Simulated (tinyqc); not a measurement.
Exact and approximate size effects: heat flow across a film from the phonon Boltzmann equation in the relaxation-time approximation. Computed by tinyqc, a small Python program. Command: `OMP_NUM_THREADS=1 python tinyqc.py 3004753 3004754 out.jsonl slabbte walk`. One thread of a shared host (Intel(R) Xeon(R) Processor @ 2.30GHz), about 0.01 s of CPU time with the checks.

Two black walls, hot at x = 0 and cold at x = L, emit phonons isotropically. For one free path Lambda, with tau = x/Lambda, tau_L = L/Lambda and phi = (T - T_cold)/Delta T, energy balance gives phi(tau) = (1/2) [E2(tau) + int_0^tau_L phi(s) E1(|tau - s|) ds]; E_n are the exponential integrals. The flux over the ballistic flux C v Delta T/4 is psi = 1 - 2 int_0^tau_L phi(s) E2(s) ds, and kappa_eff/kappa = (3/4) tau_L psi. kappa = C v Lambda/3 is an input, so at fixed kappa a longer free path means a smaller C v.

Inputs (values chosen for the exercise, modelled on silicon):
```
quantity            value  unit
free path Lambda_1    150    nm
free path Lambda_2   1100    nm
share f_2 of kappa   0.42     -
free path Lambda_3   8800    nm
share f_3 of kappa   0.08     -
```

Free-path groups: three.

Method:
- Cut the film into n equal cells with constant phi, collocated at the centres c_i: the kernel integrates to A_ij = |E2(|c_i - e_j|) - E2(|c_i - e_(j+1)|)|/2 for cell edges e_j, and A_ii = 1 - E2(half a cell); solve (1 - A) phi = E2(c)/2; psi = 1 - 2 sum_j phi_j [E3(e_j) - E3(e_(j+1))].
- Each group is solved on its own with 150 and 300 cells, psi = (4 psi(300) - psi(150))/3, and weighted by its share of kappa (f_1 is what the others leave); exchange of energy between groups inside the film is left out.
- Two-flux: kappa_eff/kappa = sum f_i/(1 + 4 Lambda_i/(3 L)). Matthiessen with the thickness: sum f_i/(1 + Lambda_i/L). Ballistic limit: sum f_i 3 L/(4 Lambda_i).

Kappa_eff/kappa:
```
L (nm)  Boltzmann  two-flux  Matthiessen  ballistic limit
4.5      0.012249  0.012318     0.016315         0.012569
15       0.038680  0.039238     0.051241         0.041898
38       0.088539  0.090697      0.11543          0.10614
90        0.17470   0.18006      0.22007          0.25139
220       0.30942   0.31816      0.36925           0.6145
600       0.49082   0.50083      0.55334           1.6759
1500      0.65285   0.66260      0.70850           4.1898
3800      0.79016   0.79761      0.83085           10.614
```

What does the comparison show, and why?

The two-flux formula lies above the Boltzmann result by at most about 3.1 % (at L = 90 nm); the Matthiessen form is high by up to 33 %, since it misses the factor 3/4 of the ballistic limit. The thinnest film reaches 97 % of that limit, and the thickest, 25 Lambda_1, only 79 % of the bulk value: the long free paths keep the size effect alive far beyond Lambda_1. Rows below about 10 nm are near the phonon wavelength, where a particle picture fails.
